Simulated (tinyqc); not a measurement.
Inside a calculation. Method: Hubbard ring of 4 sites. Computed by tinyqc, a small Python program that keeps every step. Settings: hopping = 1.5, U = 8.5, mixing = 0.2, iteration cap = 73. Command: `OMP_NUM_THREADS=1 python tinyqc.py 21665 21666 out.jsonl` (the two numbers bound the seeds that draw the settings). One thread of a shared host (Intel(R) Xeon(R) Processor @ 2.60GHz), about 0.2 s of CPU time with the checks. Later iterations appear only in the table of the cycle.

## Mean-field iteration 1

one-body matrix (hopping and site energies) (eV):
```
,1,2,3,4
1,0.000000,-1.500000,0.000000,-1.500000
2,-1.500000,0.000000,-1.500000,0.000000
3,0.000000,-1.500000,0.000000,-1.500000
4,-1.500000,0.000000,-1.500000,0.000000
```

U = 8.500000 eV

electrons, up and down: 2  1

mixing = 0.200000

n(up) at the start (a guess, not normalised): 1 0.500000, 2 0.500000, 3 0.500000, 4 0.500000

n(down) at the start (a guess): 1 0.250000, 2 0.250000, 3 0.250000, 4 0.250000

H(up) = T + U n(down), H(down) = T + U n(up); fill the lowest levels; n(new) = n + mixing (n(out) - n); E = tr T (rho up + rho down) + U sum n_up n_down of the output.

levels, up (eV): -0.875000  2.125000  2.125000  5.125000

levels, down (eV): 1.250000  4.250000  4.250000  7.250000

energy = -1.750000 eV

n(up) after iteration 1: 1 0.550000, 2 0.450000, 3 0.550000, 4 0.450000

n(down) after iteration 1: 1 0.250000, 2 0.250000, 3 0.250000, 4 0.250000

The highest filled level is degenerate with an empty one, so which vector is filled is an arbitrary choice.

## Mean-field iteration 2

As before.

levels, up (eV): -0.875000  2.125000  2.125000  5.125000

levels, down (eV): 1.220045  3.825000  4.675000  7.279955

energy = -2.018407 eV

n(up) after iteration 2: 1 0.590000, 2 0.410000, 3 0.590000, 4 0.410000

n(down) after iteration 2: 1 0.242987, 2 0.257013, 3 0.242987, 4 0.257013

The highest filled level is degenerate with an empty one, so which vector is filled is an arbitrary choice.

## Mean-field iteration 3

As before.

levels, up (eV): -0.875592  2.065387  2.184613  5.125592

levels, down (eV): 1.153999  3.485000  5.015000  7.346001

energy = -2.191887 eV

n(up) after iteration 3: 1 0.622993, 2 0.377007, 3 0.622993, 4 0.377007

n(down) after iteration 3: 1 0.232035, 2 0.267965, 3 0.232035, 4 0.267965

## Convergence

Each step fills the lowest levels of T + U n(other spin) and sets n(new) = n + mixing (n(out) - n); stop when output and input agree to 1e-8.

Course of the cycle:
```
iteration,E (eV),largest |n(out) - n(in)|,mean |n_up - n_down|
1,-1.75000000,2.50e-01,0.250000
2,-2.01840704,2.00e-01,0.285067
3,-2.19188737,1.65e-01,0.316740
4,-2.31386244,1.40e-01,0.344977
5,-2.40523787,1.21e-01,0.370054
6,-2.47614611,1.06e-01,0.392256
7,-2.53197962,9.40e-02,0.411841
8,-2.57606999,8.38e-02,0.429044
9,-2.61079321,7.49e-02,0.444096
10,-2.63800637,6.71e-02,0.457220
11,-2.65921997,6.00e-02,0.468632
...,...,...,...
63,-2.72957835,5.39e-05,0.542479
64,-2.72957836,4.69e-05,0.542485
65,-2.72957836,4.08e-05,0.542491
66,-2.72957837,3.54e-05,0.542495
67,-2.72957837,3.08e-05,0.542499
68,-2.72957837,2.68e-05,0.542503
69,-2.72957838,2.33e-05,0.542506
70,-2.72957838,2.02e-05,0.542509
71,-2.72957838,1.76e-05,0.542511
72,-2.72957838,1.53e-05,0.542513
73,-2.72957838,1.33e-05,0.542515
```

Not converged within 73 iterations: the residual falls steadily but slowly, by a factor of about 0.87 a step. The lowest mean-field energy found from random starts is -3.08794 eV. Reruns (cap 100 unless said): mixing 0.5: converged in 45 to a higher stationary point (E = -2.72958); mixing 0.9: converged in 21 to a higher stationary point (E = -2.72958); the original settings with a cap of 400: converged in 125 to a higher stationary point (E = -2.72958).

## Exact diagonalisation (24 states)

Lowest levels of the sector, and the double occupancy of the lowest state.

lowest levels (eV): -3.784465  -3.784465  -3.000000  -2.059715  -2.059715  0.000000

double occupancy per site = 0.027547

## The lowest level by Lanczos steps

From a random start vector (not printed): a_j = <q_j|H|q_j>, b_j = norm of the remainder after orthogonalising; the Ritz value is the lowest eigenvalue of the tridiagonal matrix of a and b so far.

Lanczos:
```
j,a_j (eV),b_j (eV),lowest Ritz value (eV)
1,3.575740,4.837671,3.57574019
2,2.151719,3.746193,-2.02605802
3,4.547562,4.403445,-3.15061426
4,4.633281,3.141088,-3.56623528
5,5.860400,4.518782,-3.63991376
6,2.473377,4.859597,-3.68862632
7,6.629132,2.542494,-3.75697199
8,2.613380,3.057328,-3.77576466
9,4.819831,3.501475,-3.78083479
10,1.836142,4.028885,-3.78323135
```
